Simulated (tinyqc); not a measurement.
Surface potential of a MOS transistor: implicit equation and explicit approximations: accuracy of the approximations against gate voltage.

p-type body, charge-sheet picture, depletion and inversion only, full ionisation (an idealisation for deep acceptors), Boltzmann statistics (rough once Na exp(x - xn) passes about Nc/7). In units of Vt: xg = (Vg - Vfb)/Vt, x = psi/Vt, G = gamma/sqrt(Vt), xn = (2 phiF + Vc)/Vt. The implicit equation is (xg - x)^2 = G^2 [x - 1 + exp(x - xn)] for x above about 3. Cox = eps0 eox/tox.

ni = sqrt(Nc Nv) exp(-Eg/(2 Vt)), Eg in volts; phiF = Vt ln(Na/ni); gamma = sqrt(2 q eps0 eps_r Na)/Cox; VT = Vfb + Vt (xn + G sqrt(xn - 1)). Depletion value a = 1 + [sqrt(G^2/4 + xg - 1) - G/2]^2; inversion value b = xn + ln[(xg - xn)^2/G^2 - xn + 1] and first guess y = min(a, b) - ln(1 + exp(-|a - b|)) if a > xn + 1, else b = y = a; one second-order correction with D = exp(y - xn), p = 2 (xg - y) + G^2 (1 + D), w = (xg - y)^2 - G^2 (y - 1 + D): z = y + 2 w/(p + sqrt(p^2 - 2 (2 - G^2 D) w)), or the Newton step z = y + w/p where the root is not real. N_inv = (Cox Vt G/q) [sqrt(x - 1 + exp(x - xn)) - sqrt(x - 1)] at the root. Lambert form (Cox m Vt/q) W0[(G/(2 m sqrt(xn - 1))) exp((Vg - VT)/(m Vt))], m = 1 + G/(2 sqrt(xn - 1)). Errors under 1e-4 mV, and the linear form below VT, are printed as 0.

Inputs (values chosen for the exercise); band and dielectric values close to those of silicon:
```
symbol    value   unit                                                                 meaning
T           300      K                                                             temperature
Eg         1.12     eV                                                                band gap
eps_r      11.6                                                          relative permittivity
Nc      2.83e19  cm^-3                                  conduction-band density of states at T
Nv      2.64e19  cm^-3                                     valence-band density of states at T
eox         3.9         relative permittivity of the gate insulator (close to silicon dioxide)
tox           2     nm                                                     insulator thickness
Na         5e16  cm^-3                                                        acceptor density
Vfb       -0.67      V                                                       flat-band voltage
Vc            1      V                                                    channel-body voltage
```

Constants: q = 1.602176634e-19 C, kB = 1.380649e-23 J/K, Vt = kB T/q, eps0 = 8.8541878128e-14 F/cm where lengths are in cm. Results are converted to the units shown.

Results:

| Vg (V) | psi (V) | x - xn | error of y (mV) | error of z (mV) | N_inv (cm^-2) | Cox (Vg - VT)/q (cm^-2) | Lambert form (cm^-2) |
|---|---|---|---|---|---|---|---|
| 0.82 | 1.403 | -15.13 | 0 | 0 | 2359 | 0 | 2029 |
| 1.02 | 1.597 | -7.628 | 3.62e-4 | 0 | 4.019e6 | 0 | 3.765e6 |
| 1.22 | 1.791 | -0.1315 | 0.615 | 0 | 6.809e9 | 0 | 6.824e9 |
| 1.42 | 1.920 | 4.865 | 29.8 | 10.4 | 7.319e11 | 2.124e12 | 7.983e11 |
| 1.62 | 1.963 | 6.517 | 23.1 | 7.29 | 2.415e12 | 4.280e12 | 2.614e12 |
| 1.82 | 1.986 | 7.439 | 17.3 | -3.48 | 4.306e12 | 6.435e12 | 4.607e12 |
| 2.02 | 2.003 | 8.081 | 14.0 | -1.26 | 6.278e12 | 8.590e12 | 6.657e12 |
| 2.42 | 2.026 | 8.969 | 10.3 | -0.394 | 1.033e13 | 1.290e13 | 1.083e13 |

Estimate the missing row, Vg = 2.22 V.

Computed row:

| Vg (V) | psi (V) | x - xn | error of y (mV) | error of z (mV) | N_inv (cm^-2) | Cox (Vg - VT)/q (cm^-2) | Lambert form (cm^-2) |
|---|---|---|---|---|---|---|---|
| 2.22 | 2.016 | 8.572 | 11.8 | -0.654 | 8.293e12 | 1.075e13 | 8.734e12 |

With this row back in the table: psi rises from 1.40 to 2.03 V and ends 9.0 Vt above 2 phiF + Vc. Among the rows the first guess is off by at most 30 mV (at Vg = 1.42 V) and the corrected value by at most 10 mV. In the last row the linear form is 25 % above N_inv and the Lambert form 4.8 % above it; in the first row the Lambert form is 14 % below it. For Vg = 1.42, 1.62, 1.82, 2.02, 2.22, 2.42 the electron quasi-Fermi level lies less than 2 Vt below the band edge at the surface, or above it, where degeneracy and confinement, left out, matter.

Program tinyqc, `OMP_NUM_THREADS=1 python tinyqc.py 2122186 2122187 out.jsonl`; Intel Xeon 2.30GHz, shared host, one thread, about 0.01 s.
